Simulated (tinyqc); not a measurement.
Shockley state of an s-p chain by decimation: one step. Bulk bands. Three cases, with inputs chosen for the exercise.

Problem. Levels and s weight of the lower band at k = j pi/6.

Each site has s at -d/2 and p at +d/2: H0 = diag(-d/2, d/2). The block to the next site on the right is H1 = [[-ts, u], [-u, tp]] (rows s, p of site n; columns s, p of site n + 1). Bulk: H(k) = [[-d/2 - 2 ts cos k, 2i u sin k], [-2i u sin k, d/2 + 2 tp cos k]]. The bands are inverted at k = pi if d < 2 (ts + tp).

Give: Bands.

Case 1.

Values chosen: d = 5.42 eV (Ep - Es); ts = 1.16 eV (s-s hopping); tp = 1.01 eV (p-p hopping); u = 0.71 eV (s-p hopping).

Solution.

Bands:
```
k/pi   lower (eV)  upper (eV)  s weight, lower
0.000     -5.0300      4.7300            1.000
0.167     -4.7738      4.5140            0.994
0.333     -4.0643      3.9143            0.976
0.500     -3.0595      3.0595            0.943
0.667     -1.9629      2.1129            0.899
0.833     -0.9629      1.2227            0.880
1.000     -0.3900      0.6900            1.000
```

Case 2.

Values chosen: d = 5.8 eV (Ep - Es); ts = 0.97 eV (s-s hopping); tp = 1.43 eV (p-p hopping); u = 0.89 eV (s-p hopping).

Solution.

Bands:
```
k/pi   lower (eV)  upper (eV)  s weight, lower
0.000     -4.8400      5.7600            1.000
0.167     -4.6590      5.4558            0.992
0.333     -4.1502      4.6102            0.968
0.500     -3.4027      3.4027            0.926
0.667     -2.5248      2.0648            0.870
0.833     -1.6096      0.8128            0.839
1.000     -0.9600      0.0400            1.000
```

Case 3.

Values chosen: d = 6.58 eV (Ep - Es); ts = 1.09 eV (s-s hopping); tp = 1.29 eV (p-p hopping); u = 0.75 eV (s-p hopping).

Solution.

Bands:
```
k/pi   lower (eV)  upper (eV)  s weight, lower
0.000     -5.4700      5.8700            1.000
0.167     -5.2302      5.5766            0.995
0.333     -4.5645      4.7645            0.980
0.500     -3.6158      3.6158            0.955
0.667     -2.5693      2.3693            0.925
0.833     -1.6129      1.2664            0.927
1.000     -1.1100      0.7100            1.000
```

The lower band is s-like at k = 0 and s-like at pi: no inversion, an ordinary gap.

Computed by tinyqc, one run a case: `OMP_NUM_THREADS=1 python tinyqc.py N N+1 out.jsonl` with N = 1480111, 1480121, 1480164; one thread of a shared Intel(R) Xeon(R) Processor @ 2.30GHz, about 0.2 s a run at most.
